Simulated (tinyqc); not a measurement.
The first four gaps: longitudinal sound in a periodic multilayer: transfer matrices, stop bands and folded phonons. Computed by tinyqc, a small Python program. Command: `OMP_NUM_THREADS=1 python tinyqc.py 3007769 3007770 out.jsonl multilayer walk`. One thread of a shared host (Intel(R) Xeon(R) Processor @ 2.30GHz), about 0.01 s of CPU time with the checks.

Layers 1 and 2 repeat with period d = d_1 + d_2; waves travel normal to the layers, without loss. State vector (u, s): displacement u and stress divided by omega. Impedances Z = rho v are in 1e6 kg/(m^2 s).

Inputs (values chosen for the exercise, modelled on silica (layer 1), hafnia (layer 2) and silicon (substrate)):
```
quantity            value    unit
density rho_1        2.21  g/cm^3
velocity v_1         6060     m/s
thickness d_1         351      nm
density rho_2        9.52  g/cm^3
velocity v_2         5410     m/s
thickness d_2         535      nm
substrate density    2.37  g/cm^3
substrate velocity   8420     m/s
```

Method:
- Z = rho v; interface reflection r = (Z_2 - Z_1)/(Z_2 + Z_1) (stress amplitude, from 1 into 2); Bragg frequency f_B = 1/[2 (d_1/v_1 + d_2/v_2)]; long-wave velocity v_eff = d/sqrt[(d_1/v_1)^2 + (d_2/v_2)^2 + (Z_1/Z_2 + Z_2/Z_1)(d_1/v_1)(d_2/v_2)].
- A layer maps (u, s) by [[cos p, sin p/Z], [-Z sin p, cos p]], p = 2 pi f d_i/v_i; one period is M = M_2 M_1, and cos(q d) = trace(M)/2.
- Gap m contains m f_B; its edges, where trace(M)/2 = (-1)^m, are found by root search. Weak-contrast estimate of the width: (4 f_B/pi) |r sin(m pi a)|, a = (d_1/v_1)/(d_1/v_1 + d_2/v_2).

Bragg frequency f_B = 3.18854 GHz

Z_1 = 13.3926

Z_2 = 51.5032

interface reflection r = 0.587258

Stop bands (GHz):
```
m  lower edge  upper edge   width  weak-contrast estimate
1       1.961       4.255  2.2939                  2.1862
2       5.573       7.389  1.8162                  1.7445
3       9.097       9.914  0.8162                  0.7942
4      11.486      13.990  2.5034                  2.3782
```

What does the comparison show, and why?

With a = 0.369, gap 4 is the widest and gap 3 the narrowest; gap m closes when m a is a whole number. The weak-contrast estimate misses the first width by -4.7 % at |r| = 0.59. Odd gaps open at the edge of the folded zone (q = pi/d), even ones at its centre.
